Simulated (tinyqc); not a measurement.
# Threshold spread from leakage statistics

Inverse problem. VT is Gaussian with standard deviation s and Ioff goes as exp(-VT/(n Vt)), so Ioff is log-normal: mean/median = exp(w^2/2) with w = s/(n Vt). Find w, s, the relative standard deviation sqrt(exp(w^2) - 1) and the share of devices that leak more than the mean, erfc(w/(2 sqrt(2)))/2.

Values chosen for this exercise: temperature T = 300 K; subthreshold factor n = 1.27.

Constants: q = 1.602176634e-19 C, kB = 1.380649e-23 J/K, Vt = kB T/q. Results are converted to the units shown.

mean/median of the off current = 1.0567754

Answer. w = sqrt(2 ln(mean/median)); the mean lies w/2 standard deviations out in ln Ioff.

w = 0.332
s = 10.9 mV
relative standard deviation = 0.342
share above the mean = 43.4 %

Computed by the program tinyqc: `OMP_NUM_THREADS=1 python tinyqc.py 2090034 2090035 out.jsonl`, one thread of a shared Intel Xeon 2.30GHz, about 0.01 s for the whole run.
